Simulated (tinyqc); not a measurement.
The window of frequencies: the 3-omega method: a line heater on a substrate with a thin film. Computed by tinyqc, a small Python program. Command: `OMP_NUM_THREADS=1 python tinyqc.py 3025688 3025689 out.jsonl threeomega walk`. One thread of a shared host (Intel(R) Xeon(R) Processor @ 2.30GHz), about 0.01 s of CPU time with the checks.

A current at angular frequency omega = 2 pi f heats the line at 2 omega with the amplitude P per length; the temperature swing Delta T at 2 omega gives a voltage at 3 omega. The substrate is taken as semi-infinite and isotropic, and the heat capacity of heater and film is left out.

Inputs (values chosen for the exercise, modelled on amorphous silicon on gallium nitride):
```
quantity                      value           unit
substrate conductivity kappa    188        W/(m K)
substrate heat capacity C      3.06  1e6 J/(m^3 K)
heater half-width b              12     micrometre
power amplitude per length P    9.9            W/m
current frequency f             670             Hz
substrate thickness d_s         525     micrometre
```

Method:
- D = kappa/C; q = sqrt(2 i omega/D); penetration depth 1/|q| = sqrt(D/(2 omega)).
- Delta T_s = (P/(pi kappa)) int_0^infinity (sin x/x)^2 / sqrt(x^2 + (q b)^2) dx with (q b)^2 = i |q b|^2, averaged over the heater width (12 Gauss-Legendre points on each of the pieces 0, 14 log-spaced edges from 1e-5 to 1, and multiples of pi to 40 pi; the tail adds 1/(4 (40 pi)^2)).
- For |q| b much below 1: Delta T_s = (P/(pi kappa)) [-ln(|q| b) + eta - i pi/4], eta = 3/2 - C_E = 0.92278, with Euler's C_E = 0.5772157.
- The slope value uses each f and 2f: kappa = P ln 2/(2 pi [Delta T(f) - Delta T(2f)]).

diffusivity D = 61.4379 mm^2/s

Bare substrate; columns: (1) f (Hz); (2) penetration depth (micrometre); (3) |q| b; (4) in-phase (K); (5) out-of-phase (K); (6) narrow-line form (K); (7) kappa from the slope (W/(m K)):
```
(1)          (2)        (3)        (4)         (5)         (6)     (7)
0.34      3792.0  0.0031645    0.11195   -0.013165     0.11195  188.00
3.4       1199.2   0.010007   0.092648   -0.013163    0.092648  188.01
34        379.20   0.031645   0.073352   -0.013152    0.073350  188.07
170       169.59   0.070761   0.059872   -0.013114    0.059861  188.35
680       84.793    0.14152   0.048286   -0.012999    0.048243  189.40
3400      37.920    0.31645   0.034967   -0.012559    0.034754  194.81
14000     18.687    0.64214   0.023714   -0.011461    0.022892  214.51
68000     8.4793     1.4152   0.012895  -0.0087629   0.0096466  303.78
340000    3.7920     3.1645  0.0058876  -0.0050467  -0.0038421  632.21
2.00e+06  1.5635     7.6751  0.0024258  -0.0022835   -0.018693  1537.2
```

The slope gives kappa within 1 % up to |q| b = 0.14 (f = 680 Hz) among these rows. The penetration depth stays under d_s/5 = 105 micrometre from f = 680 Hz up, so that row alone meets both conditions. At high f the flow turns one-dimensional: in-phase and out-of-phase parts become equal in size (ratio 0.94 in the last row) and fall as f^(-1/2) (exponent -0.50).
